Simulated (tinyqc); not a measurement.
A double barrier with mass mismatch, transfer matrices: effect of the barrier mass and of the matching rule.

One electron of energy E comes from the left lead (band edge 0); no transverse momentum. Parabolic bands, masses in units of m0, C = hbar^2/(2 m0); psi and psi'/m are continuous at every interface. Barrier d1, well Lw, barrier d2; the right lead equals the left one.

For the pair (psi, psi'/m) a flat layer has M = [[cos kd, (m/k) sin kd], [-(k/m) sin kd, cos kd]] with k = sqrt(m (E - U)/C) above its edge U, and M = [[cosh Kd, (m/K) sinh Kd], [(K/m) sinh Kd, cosh Kd]] with K = sqrt(m (U - E)/C) below it. The matrices are multiplied with later layers to the left. With M acting on (psi, psi'/m) and v = k/m in each lead, T(E) = 4 vL vR/[(vL vR M12 - M21)^2 + (vR M11 + vL M22)^2]. The second column matches psi and psi' without the mass (every m outside k and K set to 1), which is not the envelope-function rule when the masses differ.

Parameters, values chosen for the exercise; masses and offsets close to those of InGaAs wells and InAlAs barriers:
```
symbol,value,unit,meaning
mL,0.041,m0,mass in the left lead
U1,0.52,eV,barrier height
d1,2.5,nm,width of the first barrier
Lw,3.6,nm,"well width (edge 0, mass mL)"
d2,1.2,nm,width of the second barrier
E,0.646,eV,electron energy
```

Constants: q = 1.602176634e-19 C, hbar = 1.054571817e-34 J s, m0 = 9.1093837015e-31 kg, hbar^2/(2 m0) = 0.0380998212 eV nm^2. Results are converted to the units shown.

Result of one run:

| m1 (m0) | T(E), psi'/m matched | T(E), psi' matched | ratio |
|---|---|---|---|
| 0.04 | 0.51163 | 0.49234 | 0.96231 |

What becomes of these results when the barrier mass m1 is changed from 0.04 to 0.081 m0, all else the same?

Result of the changed run:

| m1 (m0) | T(E), psi'/m matched | T(E), psi' matched | ratio |
|---|---|---|---|
| 0.081 | 0.24977 | 0.76808 | 3.0752 |

The whole series:

| m1 (m0) | T(E), psi'/m matched | T(E), psi' matched | ratio |
|---|---|---|---|
| 0.025 | 0.75805 | 0.39546 | 0.52168 |
| 0.032 | 0.62962 | 0.43937 | 0.69783 |
| 0.04 | 0.51163 | 0.49234 | 0.96231 |
| 0.051 | 0.39759 | 0.56830 | 1.4294 |
| 0.064 | 0.31302 | 0.65861 | 2.1040 |
| 0.081 | 0.24977 | 0.76808 | 3.0752 |
| 0.1 | 0.21328 | 0.86638 | 4.0622 |
| 0.13 | 0.19418 | 0.95838 | 4.9355 |
| 0.16 | 0.20577 | 0.99215 | 4.8217 |

With psi'/m matched, T(E) goes from 0.758 through a minimum of 0.194 (at m1 = 0.13 m0 among the rows listed) to 0.206. The other rule gives 0.522 times that in the first row and 4.82 times in the last; the two rules coincide at m1 = mL = 0.041.

Range of the model: Masses are held fixed, although real bands cease to be parabolic a few tenths of an eV from their edges (inside a barrier too).

Program tinyqc, `OMP_NUM_THREADS=1 python tinyqc.py 2560045 2560046 out.jsonl`; Intel Xeon 2.30GHz, shared host, one thread, about 0.03 s.
